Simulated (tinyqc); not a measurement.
## Conduction-band offset of an n-N heterojunction from carrier-profile moments: effect of the doping of the wide-gap layer

Layer 1 (x < 0) accumulates electrons and layer 2 (x > 0) is depleted. Boltzmann statistics. The bands bend down by V1 in layer 1 and up by V2 in layer 2, with V1 + V2 = VD = dE + Vt ln[(N2/Nc2)/(N1/Nc1)].

Sheet densities from the first integral: Q1 = sqrt((2 eps0 eps_r Vt N1/q)(exp(u1) - u1 - 1)) extra electrons, Q2 = sqrt((2 eps0 eps_r Vt N2/q)(exp(-u2) + u2 - 1)) missing ones, u = V/Vt; neutrality Q1 = Q2 + si.

Values chosen for this exercise; values of the order of III-V alloys:

| symbol | value | unit | meaning |
|---|---|---|---|
| T | 200 | K | temperature |
| eps_r | 12.7 |  | relative permittivity of both layers |
| Nc1 | 2.6e17 | cm^-3 | density of states of the narrow-gap layer 1 |
| Nc2 | 1e18 | cm^-3 | density of states of the wide-gap layer 2 |
| dE | 0.22 | eV | conduction-band offset |
| N1 | 1.3e16 | cm^-3 | donor density in layer 1 |
| si | 0 | cm^-2 | fixed charge at the interface |

Constants: q = 1.602176634e-19 C, kB = 1.380649e-23 J/K, Vt = kB T/q, eps0 = 8.8541878128e-14 F/cm where lengths are in cm. Results are converted to the units shown.

Result of one run:
```
VD (V)   V1 (V)  Q1 (cm^-2)  n(0-)/Nc1
0.2400  0.08058    5.652e11      5.363
```

Which donor density in layer 2 N2 gave this result: 1.9e15, 3.3e15, 5.8e15, 5.3e16 or 1.6e17 cm^-3?

N2 = 1.6e17 cm^-3.

The whole series:
```
N2 (cm^-3)  VD (V)   V1 (V)  Q1 (cm^-2)  n(0-)/Nc1
1.9e15      0.1636  0.02030    5.799e10     0.1624
3.3e15      0.1732  0.02554    7.771e10     0.2201
5.8e15      0.1829  0.03174    1.044e11     0.3154
1e16        0.1923  0.03848    1.384e11     0.4664
1.7e16      0.2014  0.04568    1.818e11     0.7079
3e16        0.2112  0.05395    2.428e11      1.144
5.3e16      0.2210  0.06270    3.240e11      1.900
9.1e16      0.2303  0.07133    4.255e11      3.136
1.6e17      0.2400  0.08058    5.652e11      5.363
```

Q1 rises from 5.80e10 to 5.65e11 cm^-2, as N2^(0.51) over the table, while VD grows by Vt ln 10 a decade and the share V1/VD rises from 0.124 to 0.336. For N2 = 1.7e16, 3e16, 5.3e16, 9.1e16, 1.6e17 n(0-) nears or passes Nc1, where degeneracy and quantisation lower Q1.

Numbers from tinyqc (`OMP_NUM_THREADS=1 python tinyqc.py 2410009 2410010 out.jsonl`; about 0.08 s on one thread of a shared Intel Xeon 2.30GHz).
